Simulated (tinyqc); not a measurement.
Hall effect and magnetoresistance of several carrier groups with constant relaxation times: one step, computed by the program tinyqc. Command: `OMP_NUM_THREADS=1 python tinyqc.py 3014767 3014768 out.jsonl hall2 walk`. One thread of a shared host (Intel(R) Xeon(R) Processor @ 2.30GHz), about 0.01 s of CPU time with the checks.

Group 1 has charge -e and group 2 charge +e; s_i is that sign. B lies along z; mu B is formed with mu in m^2/(V s).

Task: Resistivity, Hall coefficient and magnetoresistance. rho_xx = sigma_xx/(sigma_xx^2 + sigma_xy^2); Hall coefficient R_H = sigma_xy/(B (sigma_xx^2 + sigma_xy^2)), with B in V s/cm^2 (1 T = 1e-4 V s/cm^2); magnetoresistance MR = rho_xx(B)/rho_xx(0) - 1. Apparent density 1/(e |R_H|); Hall mobility |R_H|/rho_xx.

Inputs (values chosen for the exercise, for a model conductor): magnetic field B = 0.68 T.

Carriers: compensated semimetal. Densities: per area (a thin layer).

sigma_xx = 0.01941636 S

sigma_xy = -0.01161250 S

sigma at B = 0 = 0.2457739 S

Constants: e = 1.602176634e-19 C.

Give: rho_xx; Hall coefficient R_H; magnetoresistance MR; apparent density; Hall mobility.

Result:

rho_xx = 37.93 ohm

Hall coefficient R_H = -3.336e+05 cm^2/C

magnetoresistance MR = 832.3 %

apparent density = 1.871e+13 1/cm^2

Hall mobility = 8795 cm^2/(V s)
